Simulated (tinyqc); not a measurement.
# Width from the threshold shift

Problem. Undoped body with a flat potential across it, hard walls, transport along x. Three valley pairs (g = 2 each) with the longitudinal mass along x, y or z. Non-parabolicity enters the subband edges through E (1 + al E) = gamma, so E = 2 gamma/(1 + sqrt(1 + 4 al gamma)); motion within a subband is taken as parabolic with the band-edge mass. Energies are counted from the bulk band edge. gamma = C pi^2 [a^2/(my (t + dl)^2) + b^2/(mz (H + dl)^2)], C = hbar^2/(2 m0). Each subband has N_k = g sqrt(2 mx m0 kB T/(pi hbar^2)); without degeneracy n = exp(EF/Vt) sum N_k exp(-E_k/Vt). Classical value Nc times t H, Nc = sum over valleys of 2 g (m m0 kB T/(2 pi hbar^2))^1.5 with m = (mx my mz)^(1/3). Threshold shift dVT = Vt ln(classical value/sum N_k exp(-E_k/Vt)). Find t and the lowest subband edge.

Values chosen for this exercise; masses close to those of silicon: temperature T = 400 K; longitudinal mass ml = 0.93 m0; transverse mass mt = 0.193 m0; non-parabolicity al = 0.5 1/eV; widening of the box by penetration into the insulator dl = 0.2 nm; height (along z) H = 4.5 nm.

Constants: q = 1.602176634e-19 C, kB = 1.380649e-23 J/K, hbar = 1.054571817e-34 J s, m0 = 9.1093837015e-31 kg, Vt = kB T/q, hbar^2/(2 m0) = 0.0380998212 eV nm^2. Results are converted to the units shown.

dVT = 119.15966 mV

Answer. dVT is evaluated for trial values of t with all subbands; between 1.5 and 25 nm one value matches.

t = 3.000 nm
E_1 = 120.4 meV

Program tinyqc, `OMP_NUM_THREADS=1 python tinyqc.py 2350033 2350034 out.jsonl`; Intel Xeon 2.30GHz, shared host, one thread, about 0.2 s.
